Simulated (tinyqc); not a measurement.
Schottky barrier with interface states (Cowley-Sze model), image lowering and contact resistance: one step, computed by the program tinyqc.

An n-type semiconductor under a metal. The barrier lies between the Schottky-Mott limit phi_M - chi and the Bardeen limit E_g - E_n, E_n being the neutrality level of the interface states; the space-charge term of the full Cowley-Sze expression is left out.

Problem. Depletion layer and image lowering under reverse bias. N_c = 2 M_c (2 pi m_e k_B T/h^2)^(3/2); xi = E_c - E_F solves N = N_c F_1/2(-xi/k_B T) (bisection; full ionisation). F_1/2(eta) = (2/sqrt(pi)) int_0^infinity sqrt(x)/(1 + exp(x - eta)) dx, by the trapezoid rule in t = sqrt(x) with step 0.02 up to t = 12 (for eta < -12 by exp(eta) - exp(2 eta)/2^(3/2)). V_bi = phi_B - xi; W = sqrt(2 eps_s eps_0 (V_bi + V_r - k_B T/e)/(e N)); field at the metal E_m = e N W/(eps_s eps_0); image lowering sqrt(e E_m/(4 pi eps_s eps_0)).

Inputs (values chosen for the exercise, with gap, mass and screening modelled on InP):
```
quantity                     value   unit
dielectric constant eps_s     12.6      -
electron mass m_e           0.0771    m_0
valleys M_c                      1      -
donor density N            3.2e+15  cm^-3
temperature T                  300      K
reverse bias V_r               0.2      V
```

Pinning factor from: Moench relation.

barrier phi_B = 0.4316533 eV

Constants: k_B = 8.617333262e-05 eV/K; m_0 = 9.1093837015e-31 kg; k_B = 1.380649e-23 J/K; h = 6.62607015e-34 J s; eps_0 = 8.8541878128e-12 F/m; e = 1.602176634e-19 C.

Give: N_c; xi; built-in voltage V_bi; depletion width W; field E_m; image lowering.

Solution.

N_c = 5.372e+17 cm^-3

xi = 0.1324 eV

built-in voltage V_bi = 0.2993 V

depletion width W = 453.9 nm

field E_m = 20860 V/cm

image lowering = 0.01544 eV
